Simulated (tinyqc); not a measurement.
Deal-Grove kinetics of thermal oxidation of silicon: one step, computed by the program tinyqc. Command: `OMP_NUM_THREADS=1 python tinyqc.py 3003256 3003257 out.jsonl oxide walk`. One thread of a shared host (Intel(R) Xeon(R) Processor @ 2.30GHz), about 0.02 s of CPU time with the checks.

Oxidant diffuses through the oxide and reacts at the interface, so that dx/dt = B/(A + 2x) for the oxide thickness x.

Problem. Rate constants. B = B0 p exp(-E_B/(k_B T)), B/A = (B/A)0 p^m exp(-E_A/(k_B T)), p in atm; A = B/(B/A). Temperatures in kelvin are T(C) + 273.15.

Inputs (values chosen for the exercise, close to those used for silicon):
```
quantity                       value    unit
prefactor B0                     416  um^2/h
activation energy E_B           0.77      eV
prefactor (B/A)0            8.41e+07    um/h
activation energy E_A           2.06      eV
temperature T                    950       C
oxidant pressure p               0.1     atm
pressure exponent m of B/A         1       -
```

Ambient: steam. Surface: (100).

Constants: k_B = 8.617333262e-05 eV/K.

Give: parabolic constant B; linear constant B/A; length A.

Solution.

parabolic constant B = 0.027954 um^2/h

linear constant B/A = 0.027348 um/h

length A = 1.0222 um

Reaction at the interface limits growth while x is well below A/2 = 0.511 um, diffusion once x is well above it.
